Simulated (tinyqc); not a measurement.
Two-sublattice mean-field magnet: ferrimagnet, compensation points and susceptibility. From T_c back to z J_AA. Computed by tinyqc, a small Python program. Command: `OMP_NUM_THREADS=1 python tinyqc.py 3019402 3019403 out.jsonl ferri inv`. One thread of a shared host (Intel(R) Xeon(R) Processor @ 2.30GHz), about 0.02 s of CPU time with the checks.

A random alloy A(1-x)B(x) with H = -sum over pairs J S_i.S_j. a = <S_A> and b = <S_B> are taken along z, a > 0. Exchange fields: h_A = (1 - x) zJ_AA a + x zJ_AB b, h_B = (1 - x) zJ_AB a + x zJ_BB b; a = S_A B_(S_A)(S_A h_A/(k_B T)) and likewise for b, with the Brillouin function B_S(y) = [(2S + 1)/(2S)] coth[(2S + 1) y/(2S)] - [1/(2S)] coth[y/(2S)].

Inputs (values chosen for the exercise, for a model ferrimagnet):

| quantity | value | unit |
|---|---|---|
| spin S_A | 2 | - |
| spin S_B | 3.5 | - |
| fraction x of B sites | 0.38 | - |
| z J_BB | 1.2 | meV |
| z J_AB | -6.8 | meV |
| T over T_c | 0.54 | - |

Constants: k_B = 8.617333262e-05 eV/K.

Method. Linearised, T (a, b) = M (a, b) with M_ij = S_i (S_i + 1) c_j zJ_ij/(3 k_B), c_A = 1 - x, c_B = x. T_c is the larger eigenvalue, and its eigenvector gives b/a at onset, (T_c - M_AA)/M_AB.

Question. A run gave the result below. Find the z J_AA, known to lie between 15 and 40 meV.

T_c = 457.4652 K

Answer.

Each step takes the trial c = (a f_b - b f_a)/(f_b - f_a), f being the result less the target and a, b, c the logarithms of the listed values; c replaces end b, the old b replaces a if the sign of f changed, and otherwise f_a is halved.

Scan of the range:

| z J_AA (meV) | T_c (K) |
|---|---|
| 15.0 | 277.524 |
| 17.7 | 309.395 |
| 20.8 | 347.486 |
| 24.5 | 394.545 |
| 28.8 | 450.832 |
| 34.0 | 520.509 |
| 40.0 | 602.392 |

False position (Illinois rule, in the logarithm of the input) inside the bracket:

| step | end a | end b | trial | T_c (K) |
|---|---|---|---|---|
| 1 | 28.8000 | 34.0000 | 29.2587 | 456.916 |
| 2 | 34.0000 | 29.2587 | 29.2966 | 457.420 |
| 3 | 34.0000 | 29.2966 | 29.3028 | 457.503 |
| 4 | 29.2966 | 29.3028 | 29.3000 | 457.465 |
| 5 | 29.3028 | 29.3000 | 29.3000 | 457.465 |

T_c rises at every point of a 13-point scan of the range (every second point is shown), so one value fits; it is bracketed by 28.8 and 34.0. Answer: z J_AA = 29.30 meV.
